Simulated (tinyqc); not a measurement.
Tight binding, dimerised chain, step by step. One step of it, computed by the program tinyqc.

Task: Levels at k. Diagonalise the Hermitian matrix.

H(k) at k (eV), order A, B:
```
[[0.000000, -2.770836+0.308322i],
 [-2.770836-0.308322i, 0.000000]]
```

Give: eigenvalues; weights |c|^2 of the basis functions.

Result:

eigenvalues (eV): [-2.7879, 2.7879]

weights |c|^2 of the basis functions, order A, B:
```
[[0.5000, 0.5000],
 [0.5000, 0.5000]]
```
